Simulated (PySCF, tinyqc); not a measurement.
Inside a calculation. Method: RHF in the sto-3g basis, for H2, spin multiplicity 1. The lowest restricted solution is unstable here: a spin-polarised one lies 0.0421 hartree lower (PySCF). One step of it, computed by the program tinyqc.

Task: Iteration 2 (converged): orbitals. Diagonalise F' = X^T F X, C = X C', fill 1 alpha and 1 beta electrons from the bottom; D = 2 C_occ C_occ^T. Each column has its largest component positive (the first on a tie).

Fock matrix F (hartree), order 1H 1s, 2H 1s:
$$\begin{pmatrix}
-0.142772 & -0.313199 \\
-0.313199 & -0.142772
\end{pmatrix}$$

X, order 1H 1s, 2H 1s:
$$\begin{pmatrix}
0.824985 & 0.628607 \\
-0.824985 & 0.628607
\end{pmatrix}$$

Give: F' = X^T F X; orbital energies; coefficients C; D after iteration 2.

Result:

F' = X^T F X (hartree):
$$\begin{pmatrix}
0.2320 & 0.0000 \\
0.0000 & -0.3604
\end{pmatrix}$$

orbital energies (hartree): MO1 -0.3604, MO2 0.2320

coefficients C, order 1H 1s, 2H 1s:
$$\begin{pmatrix}
0.6286 & 0.8250 \\
0.6286 & -0.8250
\end{pmatrix}$$

D after iteration 2, order 1H 1s, 2H 1s:
$$\begin{pmatrix}
0.7903 & 0.7903 \\
0.7903 & 0.7903
\end{pmatrix}$$
